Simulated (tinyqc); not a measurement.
Plane-wave Kohn-Sham cycle with exchange-only LDA in a layered model solid, step by step. One step of it, computed by the program tinyqc.

Problem. Iteration 2: potential. V_H(G) = 4 pi rho(G)/G^2 for G != 0 (uniform background); v_x = -(3 rho/pi)^(1/3); V = V_ext + V_H + v_x; Fourier components f(G_m) = (1/N) sum_j f(x_j) exp(-i G_m x_j).

A solid whose potential varies along x alone (atomic units):
```
parameter                      value
period a                    4.700000
cross-section of the cell  35.000000
electrons per cell                 2
grid points                       16
plane waves -n..n, n               2
k points                           1
V1 in V1 cos(2 pi x/a)     -0.580000
```

density after iteration 1 (e/bohr^3): [0.01458526, 0.01422893, 0.01334249, 0.01233355, 0.01155301, 0.01112293, 0.01096802, 0.01094681, 0.01095214, 0.01094681, 0.01096802, 0.01112293, 0.01155301, 0.01233355, 0.01334249, 0.01422893]

Give: Potentials on the grid; V(G_m), m = 0, 1, 2, ....

Solution.

Potentials on the grid (hartree):
```
x         V_ext      V_H      v_x        V
0.0000  -0.5800   0.0134  -0.2406  -0.8072
0.2938  -0.5359   0.0121  -0.2386  -0.7623
0.5875  -0.4101   0.0087  -0.2336  -0.6350
0.8812  -0.2220   0.0039  -0.2275  -0.4456
1.1750        0  -0.0011  -0.2226  -0.2237
1.4688   0.2220  -0.0054  -0.2198  -0.0033
1.7625   0.4101  -0.0087  -0.2188   0.1827
2.0562   0.5359  -0.0106  -0.2187   0.3066
2.3500   0.5800  -0.0113  -0.2187   0.3500
2.6437   0.5359  -0.0106  -0.2187   0.3066
2.9375   0.4101  -0.0087  -0.2188   0.1827
3.2313   0.2220  -0.0054  -0.2198  -0.0033
3.5250        0  -0.0011  -0.2226  -0.2237
3.8188  -0.2220   0.0039  -0.2275  -0.4456
4.1125  -0.4101   0.0087  -0.2336  -0.6350
4.4062  -0.5359   0.0121  -0.2386  -0.7623
```

V(G_m), m = 0, 1, 2, ... (hartree): [-0.2262, -0.2892, -0.0012, -0.0001, 0.0000]
